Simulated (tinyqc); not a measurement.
Chemical vapour deposition: Grove model, boundary layer, depletion and step coverage: one step, computed by the program tinyqc. Command: `OMP_NUM_THREADS=1 python tinyqc.py 3018396 3018397 out.jsonl cvd walk`. One thread of a shared host (Intel(R) Xeon(R) Processor @ 2.30GHz), about 0.01 s of CPU time with the checks.

A precursor diffuses to the surface and reacts there at first order; each molecule that reacts adds one formula unit of film.

Task: Step coverage in a trench. In a long trench of width w and depth l = aspect ratio x w: Knudsen diffusivity D_K = (2w) c/3 (hydraulic diameter 2w), combined as 1/D_e = 1/D_K + 1/D; D_e d2C/dz2 = 2 k_s C/w with D_e dC/dz = -k_s C at the floor. With m = sqrt(2 k_s/(w D_e)): C(floor)/C(top) = 1/[cosh(m l) + (k_s/(D_e m)) sinh(m l)].

Inputs (values chosen for the exercise, close to those used for tungsten from its fluoride): temperature T = 380 C; trench width w = 0.082 um; aspect ratio of the trench = 110.

Reactor: horizontal, reduced pressure.

mean speed c = 21541.97 cm/s

gas diffusivity D = 29.52244 cm^2/s

surface rate constant k_s = 0.6508718 cm/s

Give: Knudsen diffusivity D_K; effective diffusivity D_e; modulus m l; step coverage.

Result:

Knudsen diffusivity D_K = 0.1178 cm^2/s

effective diffusivity D_e = 0.1173 cm^2/s

modulus m l = 1.049

step coverage = 0.6215

Caution: the hydraulic-diameter form of D_K is rough for a slit.
